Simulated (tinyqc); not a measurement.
Worked calculation: one-electron ion in a basis of Gaussians. One step of it, computed by the program tinyqc.

Task: Matrices over normalised Gaussians. With p = a_i + a_j and I(k) = Gamma((k+1)/2) / (2 p^((k+1)/2)): S = I(2l+2), T = (2l+3) a_i a_j S / p, V = -Z I(2l+1), each divided by sqrt(S_ii S_jj).

exponents of r^l exp(-a r^2) (1/bohr^2): [0.085490, 0.332500, 1.294000, 5.032000, 19.570000]

Z = 5

l = 2

Give: S; T; V.

Result:

S:
$$\begin{pmatrix}
1.000 & 0.472 & 0.078 & 0.009 & 0.001 \\
0.472 & 1.000 & 0.471 & 0.078 & 0.009 \\
0.078 & 0.471 & 1.000 & 0.472 & 0.078 \\
0.009 & 0.078 & 0.472 & 1.000 & 0.472 \\
0.001 & 0.009 & 0.078 & 0.472 & 1.000
\end{pmatrix}$$

T (hartree):
$$\begin{pmatrix}
0.299 & 0.224 & 0.044 & 0.005 & 0.000 \\
0.224 & 1.164 & 0.873 & 0.170 & 0.020 \\
0.044 & 0.873 & 4.529 & 3.398 & 0.662 \\
0.005 & 0.170 & 3.398 & 17.612 & 13.213 \\
0.000 & 0.020 & 0.662 & 13.213 & 68.495
\end{pmatrix}$$

V (hartree):
$$\begin{pmatrix}
-1.244 & -0.917 & -0.275 & -0.058 & -0.011 \\
-0.917 & -2.454 & -1.808 & -0.543 & -0.114 \\
-0.275 & -1.808 & -4.841 & -3.569 & -1.072 \\
-0.058 & -0.543 & -3.569 & -9.546 & -7.038 \\
-0.011 & -0.114 & -1.072 & -7.038 & -18.825
\end{pmatrix}$$
